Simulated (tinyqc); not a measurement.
# Inputs raised by 10 %, one at a time

Model: precursor delivery by bubblers, mass-transport growth and the solid composition of a III-V alloy. Computed by tinyqc, a small Python program. Command: `OMP_NUM_THREADS=1 python tinyqc.py 3000678 3000679 out.jsonl movpe_thermo sens`. One thread of a shared host (Intel(R) Xeon(R) Processor @ 2.30GHz), about 0.01 s of CPU time with the checks.

1 sccm = 44.615 micromol/min; 1 torr = 133.322 Pa. The sources decompose fully at the surface.

Inputs (values chosen for the exercise, modelled on triethylgallium (source 1) and trimethylindium (source 2) for the vapour pressures):

| quantity | value | unit |
|---|---|---|
| bath temperature T1 | 287 | K |
| bath temperature T2 | 299 | K |
| bubbler pressure p_b | 1000 | torr |
| carrier flow F1 | 15 | sccm |
| carrier flow F2 | 33 | sccm |
| total flow F_t | 8.6 | slm |
| group-V flow F_V | 65 | sccm |
| reactor pressure p | 200 | torr |
| growth temperature T | 1050 | K |
| diffusivity at 273 K and 760 torr | 0.31 | cm^2/s |
| flow cross-section A | 16 | cm^2 |
| distance from the leading edge z | 7.9 | cm |
| lattice constant a | 5.69 | angstrom |
| interaction L0 of the solid | 13.2 | kJ/mol |
| vapour fraction x_v of D among the group-V sources | 0.92 | - |
| exchange energy dG_x of AC + (1/2) D2 -> AD + (1/2) C2 | -5.5 | kJ/mol |

Alloy: mixing on the group-V sites.

constants a, b of source 1 (log10 torr, K): 8.049  2162

constants a, b of source 2 (log10 torr, K): 10.54  3014

Constants: k_B = 1.380649e-23 J/K; R = 8.314462618 J/(mol K).

Method:
- log10 p_v = a - b/T_bath; molar flow = F x 44.615 x p_v/(p_b - p_v) for a saturated bubbler.
- p_i = p n_i/(44615 F_t), F_t in slm; p_V = p F_V/(1000 F_t), counted per molecule supplied; V/III = 44.615 F_V/(n1 + n2); vapour fraction of source 2 = n2/(n1 + n2).
- Mean velocity u = (F_t/A)(760/p)(T/273); D = D0 (T/273)^1.75 (760/p); boundary layer delta = sqrt(pi D z/u); flux = D dp/(delta k_B T); growth rate = flux x a^3/4.
- At high V/III the group-V pressures at the surface equal those supplied, as dimers: p_D2/p_C2 = x_v/(1 - x_v). Equilibrium of the solid AC(1-x)D(x), A standing for the mix of both group-III metals: ln[x/(1 - x)] + L0 (1 - 2x)/(R T) = -dG_x/(R T) + (1/2) ln[x_v/(1 - x_v)]. Growth rate = rate per torr x (p_1 + p_2). Sensitivity dx/dx_v = [1/(2 x_v (1 - x_v))]/[1/(x (1 - x)) - 2 L0/(R T)].

Runs:

| input moved | from | to | molar flow 1 (micromol/min) | vapour fraction of source 2 | solid fraction x | growth rate (micrometre/h) |
|---|---|---|---|---|---|---|
| base run | - | - | 2.202 | 0.65898 | 0.96268 | 0.4159 |
| bath temperature T1 (K) | 287 | 315.7 | 10.796 | 0.28275 | 0.96268 | 0.9693 |
| bath temperature T2 (K) | 299 | 328.9 | 2.202 | 0.94213 | 0.96268 | 2.4508 |
| bubbler pressure p_b (torr) | 1000 | 1100 | 2.002 | 0.65898 | 0.96268 | 0.3780 |
| total flow F_t (slm) | 8.6 | 9.46 | 2.202 | 0.65898 | 0.96268 | 0.3965 |
| reactor pressure p (torr) | 200 | 220 | 2.202 | 0.65898 | 0.96268 | 0.4159 |
| growth temperature T (K) | 1050 | 1155 | 2.202 | 0.65898 | 0.95449 | 0.4310 |

Exponents ln(y'/y) / ln(x'/x):

| input | molar flow 1 | vapour fraction of source 2 | solid fraction x | growth rate |
|---|---|---|---|---|
| bath temperature T1 | 16.678 | -8.878 | 0.00 | 8.878 |
| bath temperature T2 | 0.000 | 3.750 | 0.00 | 18.611 |
| bubbler pressure p_b | -1.003 | 0.000 | 0.00 | -1.003 |
| total flow F_t | 0.000 | 0.000 | 0.00 | -0.500 |
| reactor pressure p | 0.000 | 0.000 | 0.00 | 0.000 |
| growth temperature T | 0.000 | 0.000 | -0.09 | 0.375 |

To which inputs is each result most sensitive?

Among the inputs moved here: molar flow 1 answers most in size to bath temperature T1 (exponent +16.678), next to bubbler pressure p_b (-1.003); its exponent is below 0.0005 for bath temperature T2, total flow F_t, reactor pressure p, growth temperature T. Its exponent -1.003 in bubbler pressure p_b: the carrier picks up p_v/p_b. Vapour fraction of source 2 answers most in size to bath temperature T1 (exponent -8.878), next to bath temperature T2 (+3.750); its exponent is below 0.0005 for bubbler pressure p_b, total flow F_t, reactor pressure p, growth temperature T. solid fraction x answers most in size to growth temperature T (exponent -0.090); its exponent is below 0.0005 for bath temperature T1, bath temperature T2, bubbler pressure p_b, total flow F_t, reactor pressure p. Growth rate answers most in size to bath temperature T2 (exponent +18.611), next to bath temperature T1 (+8.878); its exponent is below 0.0005 for reactor pressure p. Its exponent -0.500 in total flow F_t: dilution as 1/F_t against a thinner boundary layer. Its exponent 0.000 in reactor pressure p: p_i rises as p while D falls as 1/p, and delta does not change.

Caution (all rows): the boundary layer is a quarter or more of the root of the cross-section, so it fills much of the channel and depletion along the flow matters.

Extremes, crossings and ranges named in words are read from the listed rows.
